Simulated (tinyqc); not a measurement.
Comparisons within one model: valley splitting in a one-orbital chain of atomic planes (second-neighbour model). A value that a table varies takes the place of the one given here.

Each (001) plane carries one orbital with energy e0, hopping v to the next plane and u to the second: E(phi) = e0 + 2 v cos(phi) + 2 u cos(2 phi), where phi = pi - k a/4 (the sign of every second orbital is chosen so that v > 0, which shifts the phase by pi). The minimum lies at cos(phi0) = -v/(4u), phi0 = pi - (pi/2) k0 for a valley at k0 (2 pi/a), and e0 puts it at zero. A slab of N planes has hard walls: the matrix simply ends.

A well of Nw planes between barriers of 40 planes each (as of a SiGe alloy, taken as an offset alone). With x = j - 39.5 for plane j = 0, 1, ..., the potential is V0 (f(x) + f(Nw - x)) + F (j - 40) a/4, f(y) = 1/(1 + exp(y/L)), a step for L = 0; L is in planes, 4 L is about the distance over which f goes from 0.88 to 0.12, and 1 MV/m = 1e-4 V/angstrom.

Constants: hbar^2/2m0 = 3.80998211 eV angstrom^2.

Values chosen for the exercise (near those of the Delta valleys of silicon; abrupt walls in this chain split the valleys several times more than measured wells; not measured data): a = 5.441 angstrom (lattice constant; planes lie a/4 apart); ml = 0.867 m0 (longitudinal mass); N0 = 23 (first number of planes); Nf = 150 (planes in the thick slab); V0 = 0.3 eV (barrier height); F = 5 MV/m (field); Nw = 43 (planes in the well); k0 = 0.843 2 pi/a (position of the valley).

## Splitting against the number of planes

u = 0.631382 eV
v = 0.616539 eV
e0 = 1.413274 eV
phi0 = 1.817411 rad

Ten slabs from N0 on, of thickness (N - 1) a/4 between the outer planes. Effective mass: E1 = (c/ml)(pi/W)^2 with W = (N + 2) a/4: the amplitude vanishes on two missing planes at each end, and the envelope has its nodes N + 2 spacings apart. Large-N estimate of the splitting: 16 pi^2 u |sin(phi0) sin((N + 2) phi0)|/(N + 2)^3.

Doublet (meV):

| N | thickness (angstrom) | mean level | effective mass | splitting | estimate |
|---|---|---|---|---|---|
| 23 | 29.93 | 37.46 | 37.50 | 6.121 | 6.145 |
| 24 | 31.29 | 34.48 | 34.68 | 0.955 | 0.707 |
| 25 | 32.65 | 32.09 | 32.15 | 4.444 | 4.570 |
| 26 | 34.01 | 29.80 | 29.90 | 2.698 | 2.566 |
| 27 | 35.37 | 27.78 | 27.87 | 2.405 | 2.560 |
| 28 | 36.73 | 26.01 | 26.04 | 3.257 | 3.216 |
| 29 | 38.09 | 24.29 | 24.39 | 0.540 | 0.673 |
| 30 | 39.45 | 22.87 | 22.89 | 2.927 | 2.949 |
| 31 | 40.81 | 21.45 | 21.52 | 0.845 | 0.755 |
| 32 | 42.17 | 20.25 | 20.28 | 2.062 | 2.121 |

How do the results move?

The mean level falls smoothly, from 37.5 to 20.2 meV, within 0.6 % of the effective-mass value. The splitting swings between 0.540 (N = 29) and 6.121 meV (N = 23): one plane more or less changes the phase between the two walls by phi0 = 1.817 rad. The estimate misses the computed values by at most 0.249 meV.

## Splitting against the electric field

A thick slab in a field F: plane j = 0, 1, ... gains the energy F j a/4 (1 MV/m = 1e-4 V/angstrom), which presses the electron against the first wall. The exponent is the slope of ln(splitting) against ln F between 20 and 50 MV/m.

Doublet:

| F (MV/m) | mean level (meV) | splitting (meV) | splitting/F (meV per MV/m) |
|---|---|---|---|
| 1 | 8.04 | 0.1403 | 0.1403 |
| 2 | 12.68 | 0.2806 | 0.1403 |
| 5 | 23.09 | 0.7016 | 0.1403 |
| 10 | 36.21 | 1.4037 | 0.1404 |
| 20 | 56.59 | 2.8085 | 0.1404 |
| 30 | 73.33 | 4.2143 | 0.1405 |
| 50 | 101.36 | 7.0283 | 0.1406 |

exponent = 1.00

How do the results move?

The splitting goes from 0.1403 to 7.0283 meV. At high field it grows as F^1.00: at a single hard wall it follows the squared slope of the envelope, which is proportional to F, while the level itself grows about as F^(2/3) (here F^0.64). A hard wall is the sharpest interface possible; real Si interfaces split several times less.

## Sharp and graded interfaces

The lowest doublet for several interface widths L.

Doublet:

| L (planes) | 4 L (angstrom) | mean level (meV) | splitting (micro-eV) |
|---|---|---|---|
| 0.00 | 0.00 | 22.80 | 717.58 |
| 0.25 | 1.36 | 22.95 | 353.40 |
| 0.50 | 2.72 | 23.17 | 73.05 |
| 0.75 | 4.08 | 23.47 | 17.56 |
| 1.00 | 5.44 | 23.86 | 3.29 |
| 1.50 | 8.16 | 24.90 | 0.06 |
| 2.00 | 10.88 | 26.30 | 0.00 |

What does this show?

The mean level moves by +3.5 meV over the table, while the splitting falls from 717.6 micro-eV at a step to 3.29 at L = 1 plane, a factor 218. Coupling the valleys needs the Fourier component of the potential at twice the valley wave vector, a period of a few planes, and grading removes it. Random alloy disorder, left out here, sets the splitting once this part is gone.

## What each parameter does

Step interfaces (L = 0). u, v, e0 follow from 8 u sin^2(phi0) = (2c/ml)/(a/4)^2, v = -4u cos(phi0), e0 = 2u + v^2/(4u), c = hbar^2/2m0. Each row changes one parameter from the base and keeps the others.

Results:

| case | mean level (meV) | splitting (micro-eV) |
|---|---|---|
| base | 22.80 | 717.6 |
| k0 = 0.853 2 pi/a | 22.80 | 902.3 |
| ml = 0.954 m0 | 21.91 | 713.9 |
| V0 = 0.45 eV | 23.29 | 714.7 |
| F = 10 MV/m | 33.67 | 1408.5 |
| Nw = 44 | 22.66 | 979.0 |

What can be read from the table?

The largest shifts from the base row, up to three for each result and ties (the steps differ in size, so this ranks the rows, not the parameters). mean level (meV): F +10.87, ml -0.89, V0 +0.49; unchanged at the printed digits by k0. splitting (micro-eV): F +690.9, Nw +261.4, k0 +184.7.

Computed by tinyqc, a small Python program: `OMP_NUM_THREADS=1 python tinyqc.py 1451252 1451253 out.jsonl` (the numbers bound the seed that draws the inputs); one thread of a shared host (Intel(R) Xeon(R) Processor @ 2.30GHz), about 0.01 s for the whole set of steps.
